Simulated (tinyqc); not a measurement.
CCSD on RHF in the 6-31g basis, for H2, spin multiplicity 1, step by step. Computed by tinyqc, a small Python program that keeps every step (integrals from PySCF). Settings: charge = 0, multiplicity = 1, basis = 6-31g, method = RHF, energy threshold = 1e-10, iteration cap = 88, orthogonalisation = symmetric, start = atomic densities, DIIS depth = 6, amplitude equations = CCSD, DIIS depth for amplitudes = 4, cap on updates = 66. Command: `OMP_NUM_THREADS=1 python tinyqc.py 26688 26689 out.jsonl` (the two numbers bound the seeds that draw the settings). One thread of a shared host (Intel(R) Xeon(R) Processor @ 2.60GHz), about 0.1 s of CPU time with the checks. The early iterations of the SCF are left out here.

## One-electron integrals

Geometry (angstrom):
```
atom         x         y         z
H     0.000000  0.000000  0.000000
H     0.000000  0.000000  1.038000
```

Basis 6-31g: exponents (1/bohr^2) and contraction coefficients of normalised primitives:
```
element  l (shell)   exponent  coefficient
H            s (1)  18.731137     0.033495
H            s (1)   2.825394     0.234727
H            s (1)   0.640122     0.813757
H            s (2)   0.161278     1.000000
```

Overlap, kinetic and nuclear-attraction integrals over the contracted functions; the nuclear repulsion is the sum of Za Zb / Rab.

nuclear repulsion = 0.50980463 hartree

overlap S:
```
          1H 1s     1H 2s     2H 1s     2H 2s
1H 1s  1.000000  0.658292  0.229658  0.397036
1H 2s  0.658292  1.000000  0.397036  0.733250
2H 1s  0.229658  0.397036  1.000000  0.658292
2H 2s  0.397036  0.733250  0.658292  1.000000
```

kinetic energy T (hartree):
```
          1H 1s     1H 2s     2H 1s     2H 2s
1H 1s  1.395678  0.259735  0.010754  0.103559
1H 2s  0.259735  0.241917  0.103559  0.140694
2H 1s  0.010754  0.103559  1.395678  0.259735
2H 2s  0.103559  0.140694  0.259735  0.241917
```

nuclear attraction V (hartree):
```
           1H 1s      1H 2s      2H 1s      2H 2s
1H 1s  -2.162463  -1.074034  -0.440244  -0.667158
1H 2s  -1.074034  -1.091955  -0.667158  -0.851029
2H 1s  -0.440244  -0.667158  -2.162463  -1.074034
2H 2s  -0.667158  -0.851029  -1.074034  -1.091955
```

core Hamiltonian H = T + V (hartree):
```
           1H 1s      1H 2s      2H 1s      2H 2s
1H 1s  -0.766784  -0.814299  -0.429491  -0.563600
1H 2s  -0.814299  -0.850038  -0.563600  -0.710335
2H 1s  -0.429491  -0.563600  -0.766784  -0.814299
2H 2s  -0.563600  -0.710335  -0.814299  -0.850038
```

## Two-electron integrals

Functions are numbered as in S; the eight-fold symmetry (ij|kl) = (ji|kl) = (kl|ij) leaves the list below.

Two-electron integrals (ij|kl) in chemists' order, unique and non-zero (hartree):
```
(11|11) 1.076566   (21|11) 0.578470   (21|21) 0.329423   (22|11) 0.587396
(22|21) 0.361304   (22|22) 0.453150   (31|11) 0.183369   (31|21) 0.107269
(31|22) 0.122090   (31|31) 0.048931   (32|11) 0.225649   (32|21) 0.141000
(32|22) 0.180432   (32|31) 0.070375   (32|32) 0.118734   (33|11) 0.502386
(33|21) 0.322844   (33|22) 0.433717   (33|31) 0.183369   (33|32) 0.338912
(33|33) 1.076566   (41|11) 0.338912   (41|21) 0.194295   (41|22) 0.215367
(41|31) 0.070375   (41|32) 0.095274   (41|33) 0.225649   (41|41) 0.118734
(42|11) 0.395929   (42|21) 0.246053   (42|22) 0.315861   (42|31) 0.096927
(42|32) 0.154683   (42|33) 0.395929   (42|41) 0.154683   (42|42) 0.243639
(43|11) 0.322844   (43|21) 0.205965   (43|22) 0.275917   (43|31) 0.107269
(43|32) 0.194295   (43|33) 0.578470   (43|41) 0.141000   (43|42) 0.246053
(43|43) 0.329423   (44|11) 0.433717   (44|21) 0.275917   (44|22) 0.374572
(44|31) 0.122090   (44|32) 0.215367   (44|33) 0.587396   (44|41) 0.180432
(44|42) 0.315861   (44|43) 0.361304   (44|44) 0.453150
```

## Orthogonalisation

S = U s U^T; symmetric (Loewdin) form X = U s^(-1/2) U^T, so that X^T S X = 1.

eigenvalues of S: 0.155702  0.396503  0.881390  2.566405

X:
```
           1H 1s      1H 2s      2H 1s      2H 2s
1H 1s   1.253989  -0.498838  -0.035983   0.030058
1H 2s  -0.498838   1.651886   0.030058  -0.657577
2H 1s  -0.035983   0.030058   1.253989  -0.498838
2H 2s   0.030058  -0.657577  -0.498838   1.651886
```

## Iteration 5 (converged): orbitals

converged F (hartree):
```
           1H 1s      1H 2s      2H 1s      2H 2s
1H 1s   0.097828  -0.421363  -0.397818  -0.407514
1H 2s  -0.421363  -0.307995  -0.407514  -0.358128
2H 1s  -0.397818  -0.407514   0.097828  -0.421363
2H 2s  -0.407514  -0.358128  -0.421363  -0.307995
```

Diagonalise F' = X^T F X, C = X C', fill 1 alpha and 1 beta electrons from the bottom; D = 2 C_occ C_occ^T. Each column has its largest component positive (the first on a tie).

F' = X^T F X (hartree):
```
           1          2          3          4
1   0.606399  -0.574367  -0.251291  -0.129839
2  -0.574367   0.244040  -0.129839  -0.195830
3  -0.251291  -0.129839   0.606399  -0.574367
4  -0.129839  -0.195830  -0.574367   0.244040
```

orbital energies (hartree): MO1 -0.519071, MO2 0.157610, MO3 0.922390, MO4 1.139950

coefficients C:
```
            MO1        MO2        MO3        MO4
1H 1s  0.282159   0.173227   0.878655  -0.970501
1H 2s  0.339580   1.178132  -0.699205   1.191084
2H 1s  0.282159  -0.173227   0.878655   0.970501
2H 2s  0.339580  -1.178132  -0.699205  -1.191084
```

D after iteration 5:
```
          1H 1s     1H 2s     2H 1s     2H 2s
1H 1s  0.159227  0.191631  0.159227  0.191631
1H 2s  0.191631  0.230629  0.191631  0.230629
2H 1s  0.159227  0.191631  0.159227  0.191631
2H 2s  0.191631  0.230629  0.191631  0.230629
```

## Convergence

Stop when the energy changes by less than 1e-10 hartree and every element of the error matrix X^T (F D S - S D F) X is below 3e-06.

Course of the cycle:
```
iteration  E (hartree)     change  largest element of the error matrix
1          -0.74502685          -                             1.00e-01
2          -1.08748393  -3.42e-01                             1.17e-02
3          -1.08770053  -2.17e-04                             2.29e-03
4          -1.08770914  -8.61e-06                             2.87e-07
5          -1.08770914  -1.15e-13                             1.10e-07
```

PySCF RHF in the same basis = -1.08770914 hartree

Converged in 5 iterations.

## Integrals over molecular orbitals

(pq|rs) = sum C_ip C_jq C_kr C_ls (ij|kl), one index at a time.

one-electron integrals over orbitals h = C^T H C (hartree):
```
           1          2          3         4
1  -1.078443   0.000000  -0.130758  0.000000
2   0.000000  -0.612713   0.000000  0.191167
3  -0.130758   0.000000   0.013280  0.000000
4   0.000000   0.191167   0.000000  0.127418
```

Two-electron integrals over orbitals (pq|rs), unique and non-zero (hartree):
```
(11|11) 0.559372    (21|21) 0.110066    (22|11) 0.440195    (22|22) 0.402275
(31|11) 0.130758    (31|22) 0.069573    (31|31) 0.092456    (32|21) 0.013245
(32|32) 0.038346    (33|11) 0.500783    (33|22) 0.404165    (33|31) 0.118160
(33|33) 0.473625    (41|21) -0.080190   (41|32) -0.050875   (41|41) 0.107645
(42|11) -0.135679   (42|22) -0.073712   (42|31) -0.080973   (42|33) -0.119813
(42|42) 0.082961    (43|21) -0.122698   (43|32) -0.041246   (43|41) 0.124527
(43|43) 0.176556    (44|11) 0.560089    (44|22) 0.447755    (44|31) 0.166773
(44|33) 0.528600    (44|42) -0.160943   (44|44) 0.619686
```

## CCSD: starting amplitudes

t_ij^ab = <ij||ab> / (e_i + e_j - e_a - e_b), whose energy is MP2.

Starting amplitudes (spin orbitals 1a, 1b, ...; amplitudes related by a flip of all spins are not repeated):
```
from      to          t
1a 1b  2a 2b  -0.081328
1a 1b  2a 4b   0.034332
1a 1b  4a 4b  -0.032442
1a 1b  3a 3b  -0.032070
```

correlation energy = -0.02091503 hartree

## CCSD: amplitude update 1

t_i^a D_i^a and t_ij^ab D_ij^ab are set to the remaining terms of the spin-orbital equations, evaluated with the old amplitudes; for the doubles these are <ij||ab> + 1/2 <ab||ef> t_ij^ef + 1/2 <mn||ij> t_mn^ab + P(ij)P(ab) <mb||ej> t_im^ae + terms in t^2 + terms with t1, D the orbital-energy denominators.

Amplitudes after update 1 (spin orbitals 1a, 1b, ...; amplitudes related by a flip of all spins are not repeated):
```
from      to          t
1a 1b  2a 2b  -0.117927
1a 1b  2a 4b   0.048151
1a 1b  4a 4b  -0.037395
1a 1b  3a 3b  -0.036521
1a        3a   0.007404
```

correlation energy = -0.02809924 hartree

## CCSD: amplitude update 2

As before.

Amplitudes after update 2 (spin orbitals 1a, 1b, ...; amplitudes related by a flip of all spins are not repeated):
```
from      to          t
1a 1b  2a 2b  -0.134509
1a 1b  2a 4b   0.054355
1a 1b  4a 4b  -0.038204
1a 1b  3a 3b  -0.036429
1a        3a   0.011272
```

correlation energy = -0.03099120 hartree

## CCSD: convergence

E_corr = 1/4 sum <ij||ab> t_ij^ab + 1/2 sum <ij||ab> t_i^a t_j^b; stop when the norm of the change is below 1e-8.

Course of the amplitude iterations:
```
update  correlation energy (hartree)  norm of the change
0                        -0.02091503                   -
1                        -0.02809924            8.47e-02
2                        -0.03099120            3.80e-02
3                        -0.03329255            1.73e-02
4                        -0.03327056            4.07e-04
5                        -0.03327367            3.34e-05
6                        -0.03327287            6.19e-06
7                        -0.03327288            1.76e-07
8                        -0.03327288            5.91e-08
9                        -0.03327288            8.63e-09
```

Converged amplitudes (spin orbitals 1a, 1b, ...; amplitudes related by a flip of all spins are not repeated):
```
from      to          t
1a 1b  2a 2b  -0.148464
1a 1b  2a 4b   0.059562
1a 1b  4a 4b  -0.038446
1a 1b  3a 3b  -0.035261
1a        3a   0.014368
```

CCSD total energy = -1.12098203 hartree

T1 diagnostic, norm of the one-spin t1 over sqrt(correlated electrons) = 0.010160

Converged in 9 updates, with DIIS from the third.
